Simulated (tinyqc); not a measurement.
## An infinitely deep well in a field (quantum-confined Stark shift), Airy functions: the Stark shift against well width

Hard walls at x = -L/2 and +L/2; between them U(x) = -F x (eV, zero at the centre). C = hbar^2/(2 m0), e = (C F^2/m1)^(1/3), z1 = (F L/2 - E)/e at the left wall and z2 = (-F L/2 - E)/e at the right wall. Levels are the roots of D(E) = Ai(z1) Bi(z2) - Ai(z2) Bi(z1).

Exact shifts E_n(F) - E_n(0) from the roots of D; <x> = -dE_1/dF. E_n(0) = C (n pi/L)^2/m1; second-order shift m1 F^2 L^4 (1 - 15/(pi n)^2)/(48 C pi^2 n^2).

Inputs (values chosen for the exercise):
- m1 = 0.062 m0 (mass)
- F = 0.0018 V/nm (field)

Constants: q = 1.602176634e-19 C, hbar = 1.054571817e-34 J s, m0 = 9.1093837015e-31 kg, hbar^2/(2 m0) = 0.0380998212 eV nm^2. Results are converted to the units shown.

The Stark shift against well width:

| L (nm) | F L/E_1(0) | shift of level 1 (meV) | second order, 1 (meV) | shift of level 2 (meV) | second order, 2 (meV) | <x> of level 1 (nm) |
|---|---|---|---|---|---|---|
| 10.8 | 0.3739 | -0.07869 | -0.07871 | 0.02345 | 0.02347 | 0.08741 |
| 12.7 | 0.6079 | -0.1504 | -0.1505 | 0.04477 | 0.04488 | 0.1670 |
| 14.6 | 0.9236 | -0.2624 | -0.2629 | 0.07796 | 0.07839 | 0.2911 |
| 16.6 | 1.358 | -0.4377 | -0.4393 | 0.1295 | 0.1310 | 0.4846 |
| 18.5 | 1.879 | -0.6730 | -0.6777 | 0.1976 | 0.2021 | 0.7427 |
| 20.4 | 2.520 | -0.9898 | -1.002 | 0.2870 | 0.2988 | 1.087 |
| 22.3 | 3.291 | -1.402 | -1.431 | 0.3986 | 0.4266 | 1.527 |
| 24.2 | 4.206 | -1.920 | -1.984 | 0.5300 | 0.5917 | 2.068 |

What does the table show?

The shift of level 1 falls from -0.0787 to -1.92 meV, as L^(4.00) between the first two rows and L^(3.85) between the last two (second order: power 4). Second order is 0.028 % above it in size in the first row and 3.3 % above it in the last. The shift of level 2 rises from 0.0235 to 0.530 meV.

tinyqc, about 0.02 s, one thread, Intel Xeon 2.30GHz (shared host): `OMP_NUM_THREADS=1 python tinyqc.py 2580029 2580030 out.jsonl`
